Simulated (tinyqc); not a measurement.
## Counting rate against photon rate

True rate n = nph PDP (dark counts neglected); measured n/(1 + n td) for a non-paralysable detector, n exp(-n td) for a paralysable one.

Inputs (values chosen for the exercise): dead time td = 5 ns.

PDP = 0.659

Results:
```
nph (1/s)	n td	non-paralysable (1/s)	paralysable (1/s)
3e6	0.009885	1.958e6	1.958e6
1.6e7	0.05272	1.002e7	1.000e7
3.7e7	0.1219	2.173e7	2.158e7
8.6e7	0.2834	4.416e7	4.269e7
2e8	0.6590	7.945e7	6.819e7
4.6e8	1.516	1.205e8	6.659e7
1.1e9	3.624	1.568e8	1.933e7
2.4e9	7.908	1.775e8	5.817e5
```

Estimate the missing row, nph = 7e6 1/s.

Computed row:
```
nph (1/s)	n td	non-paralysable (1/s)	paralysable (1/s)
7e6	0.02306	4.509e6	4.508e6
```

With this row back in the table: The non-paralysable rate climbs towards 1/td = 2.00e8 1/s and reaches 0.888 of it. The paralysable rate goes from 1.96e6 through a maximum of 6.82e7 (at nph = 2e8 1/s among the rows listed) to 5.82e5 1/s; its true maximum, 1/(e td) = 7.36e7 1/s, lies at n td = 1, so a measured rate below that has two possible causes.

Computed by the program tinyqc: `OMP_NUM_THREADS=1 python tinyqc.py 2630103 2630104 out.jsonl`, one thread of a shared Intel Xeon 2.30GHz, about 0.01 s for the whole run.
